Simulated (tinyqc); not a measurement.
Fermi level against carrier density: pi bands of a honeycomb layer in tight binding.

Constants: hbar^2/2m0 = 3.80998211 eV angstrom^2.

Parameters, chosen for this exercise (out of a larger set: of the size used for graphene; not measured data): D = 0 eV (+D on A, -D on B).

hbar v = 5.92257 eV angstrom

Cone with four flavours: n = kF^2/pi, EF = sqrt(D^2 + (hbar v kF)^2), density of states 2 EF/(pi (hbar v)^2), quantum capacitance e^2 times it (1 e^2/(eV angstrom^2) = 1602.177 microF/cm^2), cyclotron mass 2c EF/(hbar v)^2, c = hbar^2/2m0; 1e12/cm^2 = 1e-4/angstrom^2.

Filling:

| n (1e12/cm^2) | kF (1/angstrom) | EF (eV) | Cq (microF/cm^2) | cyclotron mass (m0) |
|---|---|---|---|---|
| 0.10 | 0.00560 | 0.0332 | 0.965 | 0.0072 |
| 0.25 | 0.00886 | 0.0525 | 1.526 | 0.0114 |
| 0.50 | 0.01253 | 0.0742 | 2.158 | 0.0161 |
| 1.00 | 0.01772 | 0.1050 | 3.052 | 0.0228 |
| 2.00 | 0.02507 | 0.1485 | 4.317 | 0.0323 |
| 4.00 | 0.03545 | 0.2099 | 6.105 | 0.0456 |
| 10.00 | 0.05605 | 0.3320 | 9.653 | 0.0721 |
| 20.00 | 0.07927 | 0.4695 | 13.651 | 0.1020 |

From 1 to 4e12/cm^2 EF rises by a factor 2.000, the square root of four. Capacitance and mass grow in proportion to EF counted from mid-gap, so hardly at all while a large gap term dominates it; in a parabolic band both are constant; Cq is 3.05 microF/cm^2 at 1e12/cm^2, against 3.45 for 1 nm of a dielectric with eps = 3.9.

Computed by tinyqc, a small Python program: `OMP_NUM_THREADS=1 python tinyqc.py 1451607 1451608 out.jsonl` (the numbers bound the seed that draws the inputs); one thread of a shared host (Intel(R) Xeon(R) Processor @ 2.30GHz), about 0.01 s for the whole set of steps.
